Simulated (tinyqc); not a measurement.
Small-signal admittance of a forward-biased p+-n diode: two steps of the calculation.

Holes injected into a neutral base of width wb with an ohmic contact at its end; low injection, p0 far above the equilibrium density. A small voltage v exp(i w t), w = 2 pi f, modulates the edge density by p0 v/Vt, and the small-signal density obeys Dp d2p/dx2 = (1/tau + i w) p.

Inputs (values chosen for the exercise); permittivity close to that of silicon: temperature T = 275 K; relative permittivity eps_r = 11.7; donor density of the base Nd = 5e16 cm^-3; hole diffusion coefficient Dp = 5.3 cm^2/s; hole lifetime tau = 4e-9 s; width of the neutral base wb = 4.8 um; excess hole density at the junction edge p0 = 4.5e13 cm^-3; acceptor density of the p+ side Na = 2e19 cm^-3; signal frequency f = 4.8e7 Hz.

Constants: q = 1.602176634e-19 C, kB = 1.380649e-23 J/K, Vt = kB T/q, eps0 = 8.8541878128e-14 F/cm where lengths are in cm. Results are converted to the units shown.

Task 1. Closed-form admittance. L = sqrt(Dp tau); direct current J = (q Dp p0/L) coth(wb/L); k = sqrt(1 + i w tau)/L; diffusion admittance Y = (q Dp p0/Vt) k coth(k wb) = G + i w C_diff; junction capacitance C_j = sqrt(q eps0 eps_r Nd/(2 Vr)) in the depletion approximation, with the remaining barrier Vr = Vt ln(Na/p0), a rough value under forward bias; base-width modulation is left out.

Give: L; J; k wb; Y; C_diff; C_j.

Result 1.

L = 1.4560 um
J = 0.26316 A/cm^2
k wb = 3.7348+1.7552i
Y = 12.531+5.895i S/cm^2
C_diff = 0.019547 uF/cm^2
C_j = 0.11604 uF/cm^2

G is 1.13 times its low-frequency value J/Vt, and C_diff is 0.168 times C_j.

Task 2. The same by finite differences. 8 equal intervals, h = wb/8; u = small-signal density over its edge value, u_0 = 1, u_8 = 0; u_(i-1) + b u_i + u_(i+1) = 0 with b = -2 - h^2 (1/tau + i w)/Dp; Y = (q Dp p0/(Vt h)) (-b/2 - u_1), which includes the half box at the edge.

Find: b; u; Y on the mesh.

Result 2.

b = -2.1698-0.2049i
u, node 1 to 7: [0.61421-0.13324i, 0.36002-0.16329i, 0.20041-0.14731i, 0.10502-0.11530i, 0.05108-0.08134i, 0.02247-0.05074i, 0.00808-0.02415i]
Y on the mesh = 12.650+6.334i S/cm^2

Program tinyqc, `OMP_NUM_THREADS=1 python tinyqc.py 2890187 2890188 out.jsonl`; Intel Xeon 2.30GHz, shared host, one thread, about 0.01 s.
